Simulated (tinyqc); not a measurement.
Binding against carrier density: donor level screened by free carriers (Yukawa potential).

Screening wave number: Debye ks^2 = 4 pi q n/(eps kB T); Thomas-Fermi ks^2 = 6 pi q n/(eps EF) with EF = c (3 pi^2 n/gv)^(2/3)/m, c = hbar^2/2m0; the two are joined by 1/ks^2 = sqrt(1/ks_D^4 + 1/ks_TF^4). 1e18/cm^3 = 1e-6/angstrom^3, q = e^2/(4 pi eps0).

Potential -(q/(eps r)) exp(-ks r), q = e^2/(4 pi eps0). In units Ry* = Ry m/eps^2 and a* = a0 eps/m the problem is [-Laplacian - 2 exp(-x r)/r] psi = E psi with x = ks a*.

Converged values use 18 functions exp(-z r), z = 1.55^i, i = -11 to 6: S = 2/A^3, H = z_i z_j S - 2/(A + x)^2, A = z_i + z_j.

Constants: e^2/(4 pi eps0) = 14.39964547 eV angstrom; kB = 8.617333262e-05 eV/K; hbar^2/2m0 = 3.80998211 eV angstrom^2.

Parameters, chosen for this exercise (near those of a donor in GaAs, with one mean mass; shifted at random, so the results belong to these values and not to a real crystal):
- m = 0.07 m0 (mass)
- eps = 13.1 (dielectric constant)
- gv = 1 (valleys)
- T = 77 K (temperature)
- nl = (0.00042, 0.0014, 0.0042, 0.014, 0.042, 0.14, 0.42) x 1e18/cm^3 (densities)

Ry* = 5.5498 meV
a* = 99.032 angstrom

x from the joined ks; converged 1s binding (dash: x above 1.17, at or past the limit 1.19 where the state unbinds).

Results:

| n (1e18/cm^3) | EF/kB T | 1/ks (angstrom) | x | binding (meV) | n^(1/3) a* |
|---|---|---|---|---|---|
| 0.00042 | 0.04 | 1069.7 | 0.093 | 4.59 | 0.074 |
| 0.0014 | 0.10 | 586.4 | 0.169 | 3.89 | 0.111 |
| 0.0042 | 0.20 | 339.7 | 0.291 | 2.92 | 0.160 |
| 0.014 | 0.46 | 189.4 | 0.523 | 1.53 | 0.239 |
| 0.042 | 0.95 | 116.3 | 0.851 | 0.37 | 0.344 |
| 0.14 | 2.12 | 77.0 | 1.286 | - | 0.514 |
| 0.42 | 4.40 | 59.6 | 1.663 | - | 0.742 |

What can be read from this table?

The binding falls from 4.6 to 0.4 meV (bare value 5.5); it passes half the bare value between 0.0042 and 0.014 x 1e18/cm^3. The level is unbound, or bound by less than 0.001 Ry*, from 0.14 x 1e18/cm^3 on; as the density rises, it is lost by the time n^(1/3) a* reaches 0.51. x grows with exponent 0.50 in n at the start and 0.23 at the end (1/2 for Debye, 1/6 for Thomas-Fermi screening). The level survives to n^(1/3) a* = 0.34, past the 0.26 of the Mott rule, which corresponds to x = 1 for one valley with degenerate screening; here the level lasts until x = 1.19, the screening is at most the degenerate value, and overlap of donors is left out.

Program tinyqc; command `OMP_NUM_THREADS=1 python tinyqc.py 1281713 1281714 out.jsonl`; about 0.01 s on one thread of a shared Intel(R) Xeon(R) Processor @ 2.30GHz.
